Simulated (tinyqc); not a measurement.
## Gap voltage and exponent from three temperatures

Problem. At constant current VBE(T) = Vg0 - a T - eta (kB T/q) ln T, where a is a constant. Find Vg0, eta and dVBE/dT at the middle temperature.

Constants: q = 1.602176634e-19 C, kB = 1.380649e-23 J/K. Results are converted to the units shown.

T (K): [233, 253, 273]
VBE at a constant current (V): [0.7578615774, 0.7185343006, 0.6787569544]

Solution. The relation is linear in Vg0, a and eta, so three points give a linear system; the slope is (VBE - Vg0 - eta kB T/q)/T. eta rests on the curvature of VBE(T) alone, so real fits need accuracy of some tens of microvolts or better.

Vg0 = 1.15 V
eta = 3.30
dVBE/dT = -1.98 mV/K

Computed by the program tinyqc: `OMP_NUM_THREADS=1 python tinyqc.py 2062002 2062003 out.jsonl`, one thread of a shared Intel Xeon 2.30GHz, about 0.02 s for the whole run.
